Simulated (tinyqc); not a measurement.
Zener tunnelling in a reverse-biased junction, two-band WKB: two steps of the calculation.

Abrupt p-n junction, depletion approximation. Energies E are counted from the conduction-band edge of the neutral n side; its Fermi level lies at dn, that of the p side at dn - V, and the valence-band edge of the neutral p side at Em = dn + dp - V. Tunnelling needs 0 < E < Em. Two-band dispersion with equal masses m: inside the gap kappa = sqrt(m u (1 - u/Eg)/C), u the distance from a band edge, C = hbar^2/(2 m0).

Inputs (values chosen for the exercise); band and dielectric values close to those of In0.53Ga0.47As:
- T = 300 K (temperature)
- Eg = 0.733 eV (band gap)
- eps_r = 13.8 (relative permittivity)
- m = 0.043 m0 (band-edge mass of the two-band model)
- Na = 1.8e19 cm^-3 (acceptor density)
- Nd = 2e18 cm^-3 (donor density)
- V = -1.7 V (bias of the p side)
- nE = 13 (points of the energy grid)

Constants: q = 1.602176634e-19 C, kB = 1.380649e-23 J/K, hbar = 1.054571817e-34 J s, h = 6.62607015e-34 J s, m0 = 9.1093837015e-31 kg, Vt = kB T/q, eps0 = 8.8541878128e-14 F/cm where lengths are in cm, hbar^2/(2 m0) = 0.0380998212 eV nm^2. Results are converted to the units shown.

Question 1. Width, field and exponent. W = sqrt(2 eps0 eps_r (Vbi - V)(1/Na + 1/Nd)/q), mean field F = (Vbi - V)/W, peak field 2 F. In a uniform field F the exponent is S = pi sqrt(m/C) Eg^1.5/(4 F). Transverse energy Et = C kt^2/m raises it to S (1 + 4 Et/Eg), so T = exp(-S) exp(-Et/Eb) with Eb = Eg/(4 S). KJ = (2 q^2/h) m/(4 pi C) (times 1e14 for A/cm^2 per eV^2).

Vbi = 0.91146850 V

Find: W; mean field; S; exp(-S); Eb; tunnelling length Eg/F.

Answer 1.

W = 47.04 nm
mean field = 0.5551 MV/cm
S = 9.432
exp(-S) = 8.010e-5
Eb = 19.43 meV
tunnelling length Eg/F = 13.20 nm

Question 2. Current density on a coarse grid. J = KJ exp(-S) Eb times the integral from 0 to Em of [f(E - dn) - f(E - dn + V)] [1 - exp(-min(E, Em - E)/Eb)] dE, f(x) = 1/(1 + exp(x/Vt)), with S and Eb from the mean field; J > 0 flows from p to n. Simpson's rule on nE equally spaced points from 0 to Em.

dn = 0.13580340 eV
dp = 0.042665096 eV
S = 9.4322144
Eb = 19.428100 meV

Wanted: E; difference of the f; transverse factor; integral; KJ; J.

Answer 2.

```
point  E (eV)  difference of the f  transverse factor
0       0.000               -0.005              0.000
1       0.157               -0.690              1.000
2       0.313               -0.999              1.000
3       0.470               -1.000              1.000
4       0.626               -1.000              1.000
5       0.783               -1.000              1.000
6       0.939               -1.000              1.000
7       1.096               -1.000              1.000
8       1.252               -1.000              1.000
9       1.409               -1.000              1.000
10      1.565               -1.000              1.000
11      1.722               -0.988              1.000
12      1.878               -0.161              0.000
```

integral = -1.707 eV
KJ = 6.959e8 A/(cm^2 eV^2)
J = -1848 A/cm^2

Range of the model: Parabolic densities of states, no band tails and no gap narrowing, all of which matter at such doping.

Computed by the program tinyqc: `OMP_NUM_THREADS=1 python tinyqc.py 2620023 2620024 out.jsonl`, one thread of a shared Intel Xeon 2.30GHz, about 0.01 s for the whole run.
